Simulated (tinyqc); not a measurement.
# Energy and delay of logic against supply voltage: effects of single changes

One expression serves below and above threshold: I(Vg) = Ik [ln(1 + exp((Vg - VT + dd V)/(al nf Vt)))]^al, with I_on = I(V) and I_off = I(0). Gate delay td = kd C V/I_on, clock period LD td. Per gate and cycle the switching energy is act C V^2 and the leakage energy I_off V LD td. No short-circuit current, no variation. Minima are sought above 0.09 V; below a few Vt gates no longer switch and the model has no meaning.

Parameters, values chosen for the exercise; values of the order met in logic technologies:

| symbol | value | unit | meaning |
|---|---|---|---|
| T | 330 | K | temperature |
| VT | 0.2 | V | threshold voltage at zero drain bias |
| nf | 1.22 |  | slope factor |
| dd | 0.07 |  | barrier lowering per volt of supply |
| Ik | 0.62 | uA | specific current of a gate |
| al | 1.36 |  | exponent of the current law |
| C | 2.7 | fF | load capacitance of a gate |
| kd | 0.8 |  | delay factor |
| LD | 60 |  | logic depth |
| act | 0.1 |  | activity factor |

Constants: q = 1.602176634e-19 C, kB = 1.380649e-23 J/K, Vt = kB T/q. Results are converted to the units shown.

Each table varies one quantity; the others keep the values above.

## Energy and delay against supply voltage

EDP = energy times td.

Energy and delay against supply voltage:
```
V (V)  I_on (uA)  I_off (nA)  td (ps)  switching (aJ)  leakage (aJ)  energy (aJ)  EDP (fJ ps)
0.15      0.1544       2.600     2099           6.075         49.11        55.19        115.8
0.27       1.619       3.304    360.2           19.68         19.28        38.96        14.03
0.38       4.638       4.115    177.0           38.99         16.60        55.59        9.839
0.5        8.916       5.225    121.1           67.50         18.99        86.49        10.48
0.62       13.86       6.630    96.63           103.8         23.83        127.6        12.33
0.73       18.85       8.243    83.63           143.9         30.19        174.1        14.56
0.85       24.74       10.44    74.22           195.1         39.54        234.6        17.41
0.97       31.02       13.22    67.55           254.0         51.97        306.0        20.67
1.08       37.09       16.39    62.90           314.9         66.81        381.7        24.01
1.2        44.02       20.70    58.88           388.8         87.73        476.5        28.06
```

Read the table: what changes, and by how much?

td falls from 2100 to 58.9 ps; the energy goes from 55.2 through a minimum of 39.0 (at V = 0.27 V among the rows listed) to 477 aJ and the EDP goes from 116 through a minimum of 9.84 (at V = 0.38 V among the rows listed) to 28.1 fJ ps. The exact minima lie at V = 0.240 V for the energy and 0.402 V for the EDP. Going from 1.2 V to the energy minimum saves a factor of 12.6 in energy and costs a factor of 8.42 in delay. Below the minimum the leakage energy rises faster than the switching energy falls, because the clock period grows so steeply.

## Optimum supplies against the threshold voltage at zero drain bias

Same model as above.

V_min minimises the energy and V_EDP the product of energy and td.

Optimum supplies against the threshold voltage at zero drain bias:
```
VT (V)  V_min (V)  energy at V_min (aJ)  leakage share (%)  clock at V_min (MHz)  V_EDP (V)  clock at V_EDP (GHz)
0.15       0.2212                 62.95              79.02                 54.93     0.3716                0.1229
0.2        0.2402                 37.82              58.80                 33.63     0.4015                0.1027
0.25       0.2445                 28.34              43.05                 15.03     0.4471               0.09157
0.3        0.2457                 24.84              34.35                 5.142     0.5171               0.09104
0.35       0.2463                 23.56              30.47                 1.452     0.5988               0.09477
0.4        0.2466                 23.11              28.96                0.3693     0.6837               0.09921
0.45       0.2467                 22.95              28.42               0.08977     0.7692                0.1035
0.5        0.2467                 22.90              28.22               0.02145     0.8547                0.1075
0.55       0.2467                 22.88              28.16              0.005092     0.9402                0.1113
```

As VT goes from 0.15 to 0.55, V_min rises from 0.221 to 0.247 V, the energy there falls from 62.9 to 22.9 aJ, the clock there falls from 54.9 to 0.00509 MHz and V_EDP rises from 0.372 to 0.940 V. V_min lies below VT for VT = 0.25, 0.3, 0.35, 0.4, 0.45, 0.5, 0.55 V. As VT grows, I_on too becomes a subthreshold current, VT cancels more and more from the energy, and it mainly sets the clock.

Computed by the program tinyqc: `OMP_NUM_THREADS=1 python tinyqc.py 2082112 2082113 out.jsonl`, one thread of a shared Intel Xeon 2.30GHz, about 0.01 s for the whole run.
